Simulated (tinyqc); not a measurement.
From results back to parameters: inversion layer as a triangular well, valleys of the Ge type. Four cases, with inputs chosen for the exercise.

Problem. The spacing of the two lowest levels of one ladder was computed from a hidden sheet density Ns.

The field is taken as constant, e F = 4 pi (e^2/4 pi eps0)(Nd + eta Ns)/eps, with 1e12/cm^2 = 1e-4/angstrom^2, and the oxide as a hard wall at z = 0; c = hbar^2/2m0.

Level j of a valley lies at E_j = a_j (c (e F)^2/m_z)^(1/3) above the band edge at the surface, with the Airy zeros a_j = 2.338107, 4.087949, 5.520560, 6.786708, 7.944134, 9.022651, 10.040174, 11.008524, 11.936016, 12.828777, and has <z> = 2 E_j/(3 e F).

Constants: hbar^2/2m0 = 3.80998211 eV angstrom^2; e^2/(4 pi eps0) = 14.39964547 eV angstrom.

Case 1.

Values chosen (near those of Ge; shifted at random, so the results belong to these values and not to a real crystal): m_z = 0.1213 m0 (confinement mass); eps = 16.3 (dielectric constant); Nd = 1.8 x 1e12/cm^2 (depletion charge); eta = 0.5 (share of Ns in the effective field).

E_1 - E_0 = 140.3236 meV

Case 2.

Values chosen (near those of Ge; shifted at random, so the results belong to these values and not to a real crystal): m_z = 0.1199 m0 (confinement mass); eps = 15.9 (dielectric constant); Nd = 0.16 x 1e12/cm^2 (depletion charge); eta = 0.75 (share of Ns in the effective field).

E_1 - E_0 = 74.1599 meV

Case 3.

Values chosen (near those of Ge; shifted at random, so the results belong to these values and not to a real crystal): m_z = 0.1185 m0 (confinement mass); eps = 15.9 (dielectric constant); Nd = 0.36 x 1e12/cm^2 (depletion charge); eta = 0.75 (share of Ns in the effective field).

E_1 - E_0 = 103.6800 meV

Case 4.

Values chosen (near those of Ge; shifted at random, so the results belong to these values and not to a real crystal): m_z = 0.1185 m0 (confinement mass); eps = 16.2 (dielectric constant); Nd = 0.86 x 1e12/cm^2 (depletion charge); eta = 0.75 (share of Ns in the effective field).

E_1 - E_0 = 246.7378 meV

Find: F; Ns.

Solution. e F = sqrt(m_z/c) [(E_1 - E_0)/(a_1 - a_0)]^(3/2), with a_0 and a_1 the first two zeros; then Ns = (eps e F/(4 pi e^2/4 pi eps0) - Nd)/eta.

Case 1.

F = 0.4052 MV/cm
Ns = 3.70 x 1e12/cm^2

Case 2.

F = 0.1548 MV/cm
Ns = 1.60 x 1e12/cm^2

Case 3.

F = 0.2544 MV/cm
Ns = 2.50 x 1e12/cm^2

Case 4.

F = 0.9338 MV/cm
Ns = 10.00 x 1e12/cm^2

Computed by tinyqc, one run a case: `OMP_NUM_THREADS=1 python tinyqc.py N N+1 out.jsonl` with N = 1281718, 1281763, 1281847, 1282063; one thread of a shared Intel(R) Xeon(R) Processor @ 2.30GHz, about 0.04 s a run at most.
